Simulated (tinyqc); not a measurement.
Worked calculation: two-band massive Dirac model of the K valleys. Values are carried at full precision from step to step, so a last printed digit may differ when a step is redone from the rounded ones.

Basis (conduction, valence): H = [[D/2, a t (tau kx - i ky)], [a t (tau kx + i ky), -D/2 + lam tau sz]], valley tau = +/-1, spin sz = +/-1. The gap of a spin and valley is G = D - lam tau sz. Berry curvature Omega = curl of i<u|grad u>; for the conduction band Omega_c = -tau 2 a^2 t^2 G/(G^2 + 4 a^2 t^2 k^2)^(3/2), and Omega_v = -Omega_c.

Constants: hbar^2/2m0 = 3.80998211 eV angstrom^2.

Parameters, chosen for this exercise (near those used for monolayer MoS2; the results hold for these values, not for the real material):
- a = 3.198 angstrom (lattice constant)
- D = 1.59 eV (gap parameter)
- t = 1.18 eV (effective hopping)
- lam = 0.086 eV (half the valence spin splitting)
- tau = 1 (valley)
- sz = 1 (spin)
- k = (0.089, 0.014) 1/angstrom (wave vector from the valley)
- h = 0.02 1/angstrom (side of the plaquette)

## Band edges of the four flavours

At k = 0: Ec = D/2, Ev = -D/2 + lam tau sz; mass m/m0 = c G/(a t)^2 for both bands, c = hbar^2/2m0; Omega_c(0) = -2 tau a^2 t^2/G^2.

Edges:
```
tau  sz  Ec (eV)  Ev (eV)  G (eV)  mass (m0)  Omega_c (angstrom^2)
1     1   0.7950  -0.7090  1.5040     0.4024               -12.591
1    -1   0.7950  -0.8810  1.6760     0.4484               -10.139
-1    1   0.7950  -0.8810  1.6760     0.4484                10.139
-1   -1   0.7950  -0.7090  1.5040     0.4024                12.591
```

The top of the valence band has spin up at tau = +1 and spin down at tau = -1: spin and valley are locked, with 172 meV between the two valence bands (A and B transitions at 1.504 and 1.676 eV, without exciton binding).

## H at one k

Fill in the matrix and diagonalise: E = lam tau sz/2 -/+ sqrt(G^2/4 + a^2 t^2 k^2).

H (eV), rows c, v and columns alike:
$$\begin{pmatrix}
0.7950 & 0.3359-0.0528i \\
0.3359+0.0528i & -0.7090
\end{pmatrix}$$

levels (eV): [-0.7823, 0.8683]

cos(theta) = G/(E+ - E-) = 0.9112

## Curvature, orbital moment and circular dichroism

Omega_c from the formula; orbital moment of both bands m = -tau (a t)^2 G/(c (G^2 + 4 a^2 t^2 k^2)) in Bohr magnetons (charge -e), c = hbar^2/2m0; interband strengths |P+/-|^2 proportional to (1 +/- tau cos(theta))^2 for P+/- = Px +/- i Py, and eta = (|P+|^2 - |P-|^2)/(|P+|^2 + |P-|^2) = 2 tau cos(theta)/(1 + cos^2(theta)).

Omega_c = -9.526 angstrom^2
orbital moment = -2.063 muB
eta = 0.9957

All three change sign with the valley. The selection rule, exact at k = 0, still holds to 99.6 % here.

## The curvature from a plaquette

Corners counter-clockwise around k, from (-h/2, -h/2); upper eigenvector u with its first component real and positive; Omega = -(sum of arg <u_j|u_(j+1)>)/h^2.

Corners:
```
j      kx      ky      u_c               u_v  arg <u_j|u_j+1> (rad)
1  0.0790  0.0040  0.98221  0.18757+0.00950i              -0.000439
2  0.0990  0.0040  0.97351  0.22848+0.00923i               0.010511
3  0.0990  0.0240  0.97222  0.22750+0.05515i               0.002609
4  0.0790  0.0240  0.98078  0.18671+0.05672i              -0.008876
```

Omega_c from the plaquette = -9.514 angstrom^2

The formula at the centre gives -9.526; the plaquette averages over its area.

## Checks

- Curvature formula against a plaquette of side 1e-4: both -9.5257.
- Eta against the matrix elements of dH/dkx +/- i dH/dky: both 0.99569.

tinyqc: `OMP_NUM_THREADS=1 python tinyqc.py 1480618 1480619 out.jsonl`; about 0.01 s, one thread, shared Intel(R) Xeon(R) Processor @ 2.30GHz.
